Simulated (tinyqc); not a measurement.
Which clusters to keep: cluster expansion of a binary alloy: correlations, fit, cross-validation and ground states. Computed by tinyqc, a small Python program. Command: `OMP_NUM_THREADS=1 python tinyqc.py 3019468 3019469 out.jsonl clex walk`. One thread of a shared host (Intel(R) Xeon(R) Processor @ 2.30GHz), about 0.06 s of CPU time with the checks.

s = +1 for A and -1 for B. Energy per site E = J0 + J1 P(point) + sum over clusters of m V P, with P the mean product of spins; V > 0 on a pair favours unlike neighbours. Clusters per site m: pair 1 2, pair 2 2, pair 3 2, triplet 4; the triplet is two first-neighbour bonds at a right angle. Formation energies are counted from the line between pure A and pure B, which removes J0 and J1.

Inputs (values chosen for the exercise, for a model alloy): first-pair interaction V1 = 17.9 meV; second-pair interaction V2 = -6.9 meV; third-pair interaction V3 = 2.7 meV; triplet interaction Vt = -2.5 meV; noise amplitude = 3.4 meV/site.

Lattice: square.

Method:
- Design matrix of formation energies: m (P - 1) for pairs and m (P(triplet) - P(point)) for the triplet; x = (1 - P(point))/2.
- Exact: X V with V = (V1, V2, V3, Vt). The data to fit add the noise amplitude times the normal numbers, standing for what the clusters leave out.
- For each set, H = X (X^T X)^-1 X^T over the structures between the ends; residual e = E - H E; leave-one-out error e_i/(1 - H_ii); both as root mean squares.

correlations P, counted on periodic cells, rows A, A3B p(2x2), A3B c(4x2), A2B diagonal rows, A2B rows, AB c(2x2), AB p(2x1), A2B2 rows, AB2 diagonal rows, AB2 rows, AB3 p(2x2), AB3 c(4x2), B, columns point, pair 1, pair 2, pair 3, triplet:
```
[[1.00000, 1.00000, 1.00000, 1.00000, 1.00000],
 [0.50000, 0.00000, 0.00000, 1.00000, -0.50000],
 [0.50000, 0.00000, 0.00000, 0.50000, -0.50000],
 [0.33333, -0.33333, 0.33333, -0.33333, -0.33333],
 [0.33333, 0.33333, -0.33333, 0.33333, 0.33333],
 [0.00000, -1.00000, 1.00000, 1.00000, 0.00000],
 [0.00000, 0.00000, -1.00000, 1.00000, 0.00000],
 [0.00000, 0.50000, 0.00000, 0.00000, 0.00000],
 [-0.33333, -0.33333, 0.33333, -0.33333, 0.33333],
 [-0.33333, 0.33333, -0.33333, 0.33333, -0.33333],
 [-0.50000, 0.00000, 0.00000, 1.00000, 0.50000],
 [-0.50000, 0.00000, 0.00000, 0.50000, 0.50000],
 [-1.00000, 1.00000, 1.00000, 1.00000, -1.00000]]
```

standard normal numbers for the noise (0 for the pure ends): A 0.000, A3B p(2x2) -0.432, A3B c(4x2) -1.393, A2B diagonal rows 0.312, A2B rows -0.013, AB c(2x2) 1.450, AB p(2x1) 0.298, A2B2 rows -0.830, AB2 diagonal rows -1.596, AB2 rows 0.613, AB3 p(2x2) -0.318, AB3 c(4x2) -0.074, B 0.000

X, rows A, A3B p(2x2), A3B c(4x2), A2B diagonal rows, A2B rows, AB c(2x2), AB p(2x1), A2B2 rows, AB2 diagonal rows, AB2 rows, AB3 p(2x2), AB3 c(4x2), B, columns pair 1, pair 2, pair 3, triplet:
```
[[0.00000, 0.00000, 0.00000, 0.00000],
 [-2.00000, -2.00000, 0.00000, -4.00000],
 [-2.00000, -2.00000, -1.00000, -4.00000],
 [-2.66667, -1.33333, -2.66667, -2.66667],
 [-1.33333, -2.66667, -1.33333, 0.00000],
 [-4.00000, 0.00000, 0.00000, 0.00000],
 [-2.00000, -4.00000, 0.00000, 0.00000],
 [-1.00000, -2.00000, -2.00000, 0.00000],
 [-2.66667, -1.33333, -2.66667, 2.66667],
 [-1.33333, -2.66667, -1.33333, 0.00000],
 [-2.00000, -2.00000, 0.00000, 4.00000],
 [-2.00000, -2.00000, -1.00000, 4.00000],
 [0.00000, 0.00000, 0.00000, 0.00000]]
```

data (meV/site): A 0.0000, A3B p(2x2) -13.4688, A3B c(4x2) -19.4362, A2B diagonal rows -38.0059, A2B rows -9.1109, AB c(2x2) -66.6700, AB p(2x1) -7.1868, A2B2 rows -12.3220, AB2 diagonal rows -57.8264, AB2 rows -6.9825, AB3 p(2x2) -33.0812, AB3 c(4x2) -34.9516, B 0.0000

Fits:
```
clusters     fit error (meV/site)  leave-one-out error (meV/site)  largest H_ii
V1                         11.894                          13.282       0.29209
V1 V2                       8.174                          10.833       0.64793
V1 V3                      11.771                          15.610       0.51613
V1 V2 Vt                    4.834                           8.242       0.64793
V1 Vt                       9.900                          11.593       0.29209
V1 V2 V3                    7.051                           9.680       0.75527
V1 V3 Vt                    9.751                          13.726       0.51613
V1 V2 V3 Vt                 2.502                           4.691       0.75527
```

leave-one-out error without pair 3 = 8.2415 meV/site

leave-one-out error with all four = 4.6906 meV/site

What follows from these numbers?

The fit error can only fall as clusters are added, to 2.50 meV with all four. The leave-one-out error is least for V1 V2 V3 Vt (4.69 meV): dropping V2, V3 or Vt makes prediction worse at this noise.

Extremes, crossings and ranges named in words are read from the listed rows.
